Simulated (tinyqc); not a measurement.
## Scale length and barrier from the threshold roll-off

Inverse problem. For L well above Lambda the threshold falls by 2 m sqrt(A (A + Vds)) exp(-pi L/(2 Lambda)), A being the height of the source potential over the barrier top; the two values follow this form. Find Lambda and A.

Values chosen for this exercise:
```
symbol,value,unit,meaning
m,1,,long-channel body factor
Vds,1,V,drain voltage
```

threshold lowering at L = 14 and 22 nm (mV): 74.658059  12.382267

Solution. The ratio of the two values gives Lambda; the prefactor gives A (A + Vds), a quadratic with one positive root.

Lambda = 6.994 nm
A = 0.5000 V

tinyqc, about 0.01 s, one thread, Intel Xeon 2.30GHz (shared host): `OMP_NUM_THREADS=1 python tinyqc.py 2420028 2420029 out.jsonl`
